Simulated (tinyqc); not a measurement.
# Bulk resistivity and mean free path from two films

Inverse problem. In the thick-film limit single-crystal films obey rho = rho0 (1 + 3 (1 - ps) lam/(8 d)). Find rho0, lam and the product rho0 lam.

Values chosen for this exercise:
```
symbol  value  unit                               meaning
ps          0        specular share of surface scattering
```

rho at d = 64 and 330 nm (uohm cm): 2.0129863  1.7042761

Solution. rho is a straight line in 1/d: the intercept is rho0 and the slope (3/8)(1 - ps) rho0 lam. Without ps only the product (1 - ps) lam could be found.

rho0 = 1.630 uohm cm
lam = 40.10 nm
rho0 lam = 65.36 uohm cm nm

Numbers from tinyqc (`OMP_NUM_THREADS=1 python tinyqc.py 2100174 2100175 out.jsonl`; about 0.01 s on one thread of a shared Intel Xeon 2.30GHz).
